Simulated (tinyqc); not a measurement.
Mean-field antiferromagnet of the Hubbard model on the square lattice, step by step. Values are carried at full precision from step to step, so a last printed digit may differ when a step is redone from the rounded ones.

e(k) = -2 t (cx + cy) - 4 t2 cx cy, ci = cos ki; one electron a site; Q = (pi, pi). <n_up - n_dn> = m cos(Q.R) gives Delta = U m/2 and bands E = e+ -/+ sqrt(e-^2 + Delta^2), e+- = (e(k) +- e(k + Q))/2 (the constant U/2 is dropped). Means run over the mesh k_i = 2 pi (j + 1/2)/N of the whole zone: mu from mean(f(E-) + f(E+)) = 1; m(out) = mean of Delta (f(E-) - f(E+))/sqrt(e-^2 + Delta^2); free energy per site F = -kT mean[ln(1 + exp(-(E- - mu)/kT)) + ln(1 + exp(-(E+ - mu)/kT))] + mu + U m^2/4. Order at T > 0 in two dimensions is an artefact of mean field.

Constants: kB = 8.617333262e-05 eV/K.

Inputs chosen for the exercise:
```
symbol  value  unit  meaning
t       0.9    eV    nearest hopping
t2      0      eV    second hopping
N       8            mesh
U       9.45   eV    on-site repulsion
m0      0.3          starting staggered moment
T       300    K
```

## Folded levels on the mesh

Collect the points with equal |e-| and e+.

Classes of points:
```
|e-| (eV)  e+ (eV)  points
0.00000    0.00000      16
0.97415    0.00000      16
1.37766    0.00000       8
2.35181    0.00000      16
3.32597    0.00000       8
```

## One mean-field step

From m = m0 form Delta, the two bands of each class and m(out).

Delta = 1.4175 eV

E-, E+ and Delta/sqrt(e-^2 + Delta^2) of each class:
```
|e-| (eV)  E- (eV)  E+ (eV)  Delta/sqrt(e-^2 + Delta^2)
0.0000     -1.4175   1.4175                      1.0000
0.9742     -1.7200   1.7200                      0.8241
1.3777     -1.9767   1.9767                      0.7171
2.3518     -2.7460   2.7460                      0.5162
3.3260     -3.6154   3.6154                      0.3921
```

m(out) = 0.7237

m(out) is above m0, so the next step starts from a larger moment.

## Self-consistency

Repeat with m = m(out) until |m(out) - m| < 1e-8; F(0) is the free energy at m = 0.

Iterations:
```
step         m  Delta (eV)    m(out)     F (eV)
1     0.300000     1.41750  0.723737  -1.957247
2     0.723737     3.41966  0.901975  -2.601085
3     0.901975     4.26183  0.930082  -2.688906
4     0.930082     4.39464  0.933446  -2.690999
5     0.933446     4.41053  0.933833  -2.691029
6     0.933833     4.41236  0.933877  -2.691029
7     0.933877     4.41257  0.933882  -2.691029
8     0.933882     4.41259  0.933883  -2.691029
9     0.933883     4.41260  0.933883  -2.691029
10    0.933883     4.41260  0.933883  -2.691029
```

m = 0.9339
Delta = 4.4126 eV
lowest E+ minus highest E- on the mesh = 8.8252 eV
F - F(0) = -1262.62 meV

Converged in 10 steps. The ordered state lies 1262.62 meV a site below the paramagnet and is an insulator on this mesh. A mesh of N = 48 gives m = 0.934 and F - F(0) = -1231.4 meV.

## Checks

- Energy gain at U = 400 t against the exchange limit -z t^2/U a site (z neighbours), counted from -U/4 (eV): both -0.00900.

(tinyqc, `OMP_NUM_THREADS=1 python tinyqc.py 1682245 1682246 out.jsonl`, Intel(R) Xeon(R) Processor @ 2.30GHz, 1 thread, shared host, about 0.2 s.)
